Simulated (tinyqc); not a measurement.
Two-mode optical phonons of a ternary alloy from two coupled oscillators. Changing the fraction x of A. Computed by tinyqc, a small Python program. Command: `OMP_NUM_THREADS=1 python tinyqc.py 3011393 3011394 out.jsonl twomode sweep`. One thread of a shared host (Intel(R) Xeon(R) Processor @ 2.30GHz), about 0.01 s of CPU time with the checks.

An alloy A(x)B(1-x)C has an A-C and a B-C bond oscillator. Each TO frequency moves linearly from the impurity mode (dilute end) to the TO of the pure crystal; each strength is proportional to the number of bonds.

Inputs (values chosen for the exercise, modelled on GaAs(1-x)P(x), with A-C the GaP-like and B-C the GaAs-like bond): omega_TO of pure AC = 363 1/cm; omega_LO of pure AC = 399 1/cm; omega_TO of pure BC = 268.3 1/cm; omega_LO of pure BC = 291.9 1/cm; eps_inf of AC = 9.2; eps_inf of BC = 10.8; impurity mode of A in BC = 356.5 1/cm; impurity mode of B in AC = 271.1 1/cm; electron mass m* = 0.064 m_0.

Constants: e^2/(4 pi eps_0) = 14.39964548 eV angstrom; hbar^2/(2 m_0) = 3.80998212 eV angstrom^2; 1 THz = 33.35640952 1/cm; h x 1 THz = 4.135667696 meV.

Method:
- omega_1 = (impurity mode of A) + x (omega_TO,AC - impurity mode of A); omega_2 = (impurity mode of B) + (1 - x)(omega_TO,BC - impurity mode of B); eps_inf = x eps_AC + (1 - x) eps_BC; strengths W_1 = x eps_AC (omega_LO,AC^2 - omega_TO,AC^2), W_2 = (1 - x) eps_BC (omega_LO,BC^2 - omega_TO,BC^2).
- eps(omega) = eps_inf + W_1/(omega_1^2 - omega^2) + W_2/(omega_2^2 - omega^2) = 0 is the eigenproblem of the matrix [[omega_1^2 + W_1/eps_inf, sqrt(W_1 W_2)/eps_inf], [sqrt(W_1 W_2)/eps_inf, omega_2^2 + W_2/eps_inf]] for omega_LO^2.
- Uncoupled values keep the diagonal alone. eps_s = eps_inf + W_1/omega_1^2 + W_2/omega_2^2.
- The polar coupling of mode j is c_j = (u_j . sqrt(W))^2/(eps_inf^2 omega_j^2), u_j its eigenvector and omega_j here its LO frequency; the c_j add up to 1/eps_inf - 1/eps_s. Froehlich constant alpha_j = (e^2/(4 pi eps_0)) c_j k_j/(2 E_j), E_j = h c omega_j, k_j = sqrt(m* E_j/(hbar^2/(2 m_0))).

One run for each value:
```
fraction x of A  upper LO mode (1/cm)  lower LO mode (1/cm)  share of the upper mode   eps_s  eps_inf
0.041                          358.51                290.73                  0.07978  12.716  10.7344
0.140                          363.17                288.10                  0.24375  12.553  10.5760
0.240                          367.67                285.67                  0.37990  12.388  10.4160
0.340                          372.01                283.42                  0.49547  12.223  10.2560
0.430                          375.83                281.52                  0.58648  12.073  10.1120
0.530                          380.00                279.52                  0.67648  11.906   9.9520
0.630                          384.10                277.60                  0.75719  11.739   9.7920
0.730                          388.16                275.77                  0.83041  11.571   9.6320
0.830                          392.19                274.00                  0.89746  11.403   9.4720
0.930                          396.20                272.28                  0.95934  11.234   9.3120
```

Describe and explain the trends.

Over the rows, upper LO mode (1/cm) rises from 359 to 396 (exponent d ln y / d ln x 0.011 between the first rows and 0.089 between the last); lower LO mode (1/cm) falls from 291 to 272 (exponent d ln y / d ln x -0.0074 between the first rows and -0.055 between the last); share of the upper mode rises from 0.0798 to 0.959 (exponent d ln y / d ln x 0.91 between the first rows and 0.59 between the last). Both TO lines are straight by construction; the LO lines bend because the splitting depends on the number of bonds and on the coupling of the two oscillators through the field.
